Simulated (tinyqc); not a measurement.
## Doping and thickness from pinch-off voltage and conductance

Problem. A uniform channel has Vp = q Nd a^2/(2 eps0 eps_r) and G0 = q mu Nd a W/L. Find a and Nd.

Inputs (values chosen for the exercise); material values those of a made-up semiconductor:
```
symbol,value,unit,meaning
eps_r,14.2,,relative permittivity of the semiconductor
mu,4300,cm^2/(V s),low-field mobility at this doping
L,1,um,gate length
W,100,um,gate width
```

Constants: q = 1.602176634e-19 C, eps0 = 8.8541878128e-14 F/cm where lengths are in cm. Results are converted to the units shown.

Vp = 2.6940078 V
G0 = 107.88737 mS

Solution. G0 gives the product Nd a and Vp gives Nd a^2; their ratio is a.

a = 270 nm
Nd = 5.80e16 cm^-3

Numbers from tinyqc (`OMP_NUM_THREADS=1 python tinyqc.py 2500025 2500026 out.jsonl`; about 0.04 s on one thread of a shared Intel Xeon 2.30GHz).
